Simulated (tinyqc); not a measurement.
# Front-illuminated p-i-n photodiode, quantum efficiency and bandwidth: effects of single changes

Light enters through a p layer (0 to xp), a depleted layer (xp to xp + wi) and a thick n substrate, decaying as exp(-al x); one pass, no back reflection. Carriers made in the depleted layer are all collected; those in the neutral layers diffuse.

Parameters, values chosen for the exercise; values close to those of silicon at this wavelength:
- lam = 650 nm (wavelength)
- al = 3430 1/cm (absorption coefficient)
- Rf = 0.1 (reflectance of the front face)
- eps_r = 11.2 (relative permittivity)
- xp = 0.057 um (thickness of the front p layer)
- wi = 3.4 um (thickness of the depleted layer)
- Dn = 7.6 cm^2/s (electron diffusion coefficient in the p layer)
- Ln = 6.3 um (electron diffusion length in the p layer)
- S = 900 cm/s (recombination velocity of the front surface)
- Lp = 4.2 um (hole diffusion length in the thick n substrate)
- ve = 1e7 cm/s (electron drift velocity)
- vh = 7.21e6 cm/s (hole drift velocity)
- dia = 18 um (diameter)
- RL = 50 ohm (load resistance)
- Cp = 70 fF (parasitic capacitance)

Constants: q = 1.602176634e-19 C, h = 6.62607015e-34 J s, c = 299792458 m/s, eps0 = 8.8541878128e-14 F/cm where lengths are in cm. Results are converted to the units shown.

Each table varies one quantity; the others keep the values above.

## Efficiency and bandwidth against the thickness of the depleted layer

k = al Ln, s = S Ln/Dn, e = exp(-al xp); front layer f1 = (k/(k^2 - 1)) {[s + k - e (s cosh(xp/Ln) + sinh(xp/Ln))]/[s sinh(xp/Ln) + cosh(xp/Ln)] - k e}; depleted layer f2 = e (1 - exp(-al wi)); substrate f3 = e exp(-al wi) al Lp/(1 + al Lp); external efficiency (1 - Rf)(f1 + f2 + f3); responsivity = efficiency q lam/(h c). Drift response for pairs made in the depleted layer, a = al wi, g = 1 - exp(-a), u = 2 pi i f, te = wi/ve, th = wi/vh: electrons He = [g - a (exp(-a) - exp(-u te))/(u te - a)]/(u te g), holes Hh = [g - a (1 - exp(-a - u th))/(a + u th)]/(u th g); C = eps0 eps_r pi (dia/2)^2/wi + Cp; total |He + Hh|/sqrt(1 + (2 pi f RL C)^2), for the current of the depleted layer alone. Limits are the frequencies at which each factor falls to 1/sqrt(2); inverse-square sum (f_transit^-2 + f_RC^-2)^(-1/2); the diffusion currents f1 and f3 are left out of the bandwidth.

Results:
columns A: wi (um); B: f2; C: f1 + f3; D: responsivity (A/W); E: transit limit (GHz); F: RC limit (GHz); G: 3 dB bandwidth (GHz); H: inverse-square sum (GHz); I: bandwidth x (1 - Rf) f2 (GHz)
```
A          B        C       D      E      F      G      H      I
0.42  0.1316   0.5205  0.3077  108.9  24.47  23.67  23.87  2.803
0.71  0.2120   0.4731  0.3232  64.81  30.16  26.62  27.34  5.078
1.2   0.3309   0.4029  0.3462  38.71  34.97  24.82  25.95  7.390
3.4   0.6751   0.1997  0.4128  14.16  41.11  13.13  13.39  7.979
5.7   0.8418   0.1013  0.4450  8.649  42.77  8.413  8.478  6.374
9.6   0.9442  0.04086  0.4648  5.197  43.83  5.148  5.161  4.374
16    0.9766  0.02175  0.4710  3.057  44.47  3.047  3.050  2.678
27    0.9805  0.01941  0.4718  1.736  44.87  1.735  1.735  1.531
```

Estimate the missing row, wi = 2 um.

Computed row:
columns A: wi (um); B: f2; C: f1 + f3; D: responsivity (A/W); E: transit limit (GHz); F: RC limit (GHz); G: 3 dB bandwidth (GHz); H: inverse-square sum (GHz); I: bandwidth x (1 - Rf) f2 (GHz)
```
A       B       C       D      E      F      G      H      I
2  0.4868  0.3108  0.3764  23.56  38.53  19.36  20.10  8.480
```

With this row back in the table: As wi goes from 0.42 to 27, the responsivity rises from 0.308 to 0.472 A/W and the bandwidth goes from 23.7 through a maximum of 26.6 (at wi = 0.71 among the rows listed) to 1.73 GHz. The RC limit is the lower one for wi = 0.42, 0.71, 1.2, the transit limit elsewhere. Adding inverse squares of the two limits is within 4.6 % of the full result. The product of bandwidth and fast efficiency goes from 2.80 through a maximum of 8.48 (at wi = 2 among the rows listed) to 1.53 GHz. For wi = 0.42, 0.71, 1.2, 2 the diffusion currents exceed 0.3 of the drift current; their own response times, left out, may then shape the whole response.

## Efficiency and bandwidth against the absorption coefficient

Same model as above.

lam is held fixed while al varies.

The same in every row: RC limit (GHz) = 41.11.

Efficiency and bandwidth against the absorption coefficient:
columns A: al (1/cm); B: f2; C: f1 + f3; D: responsivity (A/W); E: transit limit (GHz); F: 3 dB bandwidth (GHz); G: inverse-square sum (GHz); H: bandwidth x (1 - Rf) f2 (GHz)
```
A            B        C        D      E      F      G       H
30     0.01015  0.01249  0.01068  13.35  12.47  12.70  0.1138
90     0.03012  0.03582  0.03111  13.36  12.48  12.71  0.3383
300    0.09680   0.1026  0.09408  13.42  12.53  12.76   1.091
900     0.2623   0.2061   0.2210  13.58  12.66  12.90   2.988
3000    0.6286   0.2146   0.3978  14.08  13.06  13.32   7.390
9000    0.9055  0.08521   0.4674  14.67  13.57  13.82   11.06
30000   0.8428   0.1571   0.4718  13.69  12.80  12.99   9.710
90000   0.5987   0.4011   0.4718  13.12  12.34  12.50   6.647
3e5     0.1809   0.8188   0.4717  13.04  12.26  12.43   1.996
```

As al goes from 30 to 3e5, the responsivity rises from 0.0107 to 0.472 A/W and the bandwidth goes from 12.5 through a maximum of 13.6 (at al = 9000 among the rows listed) to 12.3 GHz. The transit limit is the lower one in every row. Adding inverse squares of the two limits is within 1.9 % of the full result. For al = 30, 90, 300, 900, 3000, 90000, 3e5 the diffusion currents exceed 0.3 of the drift current; their own response times, left out, may then shape the whole response.

tinyqc, about 0.01 s, one thread, Intel Xeon 2.30GHz (shared host): `OMP_NUM_THREADS=1 python tinyqc.py 2250023 2250024 out.jsonl`
